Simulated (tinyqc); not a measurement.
Band bending at a free surface with a continuum of surface states, surface photovoltage and Kelvin probe: one step of the calculation.

n-type bulk, xi = Ec - EF = Vt ln(Nc/Nd), p0 = ni^2/Nd, ni = sqrt(Nc Nv) exp(-Eg/(2 Vt)), Eg in volts. b is the upward band bending, u = b/Vt. Space charge per area, in units of q: Qc = sign(b) sqrt((2 eps0 eps_r Vt/q) [(Nd + dn)(exp(-u) - 1) + Nd u + (p0 + dn)(exp(u) - 1)]), with dn the excess density under light (flat quasi-Fermi levels; 0 in the dark). The states hold -Ds (E0 - xi - b): negative while the Fermi level lies above the neutrality level. Neutrality: Qc + Qf + (charge of the states) = 0.

Question. Band bending in the dark. Newton step: b(new) = b - (Qc + Qf - Ds (E0 - xi - b))/(dQc/db + Ds), dQc/db = (eps0 eps_r/q) [Nd (1 - exp(-u)) + p0 exp(u)]/Qc.

Inputs (values chosen for the exercise); band and dielectric values close to those of gallium arsenide:
- T = 300 K (temperature)
- Eg = 1.44 eV (band gap)
- eps_r = 13.1 (relative permittivity)
- Nc = 4.46e17 cm^-3 (conduction-band density of states at T)
- Nv = 8.91e18 cm^-3 (valence-band density of states at T)
- Nd = 1.1e15 cm^-3 (donor density)
- Qf = 0 cm^-2 (fixed positive charge at the surface)
- Ds = 3e12 cm^-2 eV^-1 (density of surface states)
- E0 = 0.57 eV (depth of their neutrality level below the conduction edge)

Constants: q = 1.602176634e-19 C, kB = 1.380649e-23 J/K, Vt = kB T/q, eps0 = 8.8541878128e-14 F/cm where lengths are in cm. Results are converted to the units shown.

b after iteration 1 = 0.38929701 V

Wanted: b after iteration 2.

Answer.

b after iteration 2 = 0.38939 V

tinyqc, about 0.01 s, one thread, Intel Xeon 2.30GHz (shared host): `OMP_NUM_THREADS=1 python tinyqc.py 2430088 2430089 out.jsonl`
